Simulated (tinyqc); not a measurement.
Raising the field: Wannier-Stark ladder of a miniband.

One state in each well j = -(Nw - 1)/2 ... (Nw - 1)/2: H_jj = j e F d, H_(j,j+1) = -W/4; 1 kV/cm = 0.01 meV/angstrom. In an infinite chain the levels are j e F d and the state of well 0 has amplitude J_j(x) in size on well j, x = W/(2 e F d).

Parameters, chosen for this exercise (near those of an InGaAs/InAlAs superlattice; shifted at random, so the results belong to these values and not to a real crystal): W = 20 meV (miniband width); d = 107 angstrom (period); Nw = 7 (wells); Fs = (2.2, 3, 4.1, 5.8, 8.9, 15, 33) kV/cm (fields).

Infinite-chain weights beside the middle spacing of the finite stack.

Results:
```
F (kV/cm)  e F d (meV)      x  J_0^2  J_1^2  J_2^2  middle spacing/(e F d)
2.2               2.35  4.248  0.137  0.024  0.088                  1.5600
3.0               3.21  3.115  0.088  0.087  0.236                  1.2252
4.1               4.39  2.279  0.004  0.295  0.168                  1.0688
5.8               6.21  1.611  0.202  0.326  0.067                  1.0138
8.9               9.52  1.050  0.552  0.208  0.016                  1.0014
15               16.05  0.623  0.820  0.088  0.002                  1.0001
33               35.31  0.283  0.960  0.020  0.000                  1.0000
```

J_0 vanishes at x = 2.405, F = 3.9 kV/cm, where the line at j = 0 disappears; J_0^2 overtakes J_1^2 for good at x = 1.435, F = 6.5 kV/cm, and reaches 0.96 in the last row. The 7 wells reproduce the middle spacing of the even ladder to 1 % from 8.9 kV/cm on, where the swing W/(e F d) = 2x is 2.1 periods. The lines are seen apart only where e F d exceeds their width, usually a few meV.

Run: tinyqc, `OMP_NUM_THREADS=1 python tinyqc.py 1280447 1280448 out.jsonl`; Intel(R) Xeon(R) Processor @ 2.30GHz, one thread, shared host; about 0.01 s of CPU time with all checks.
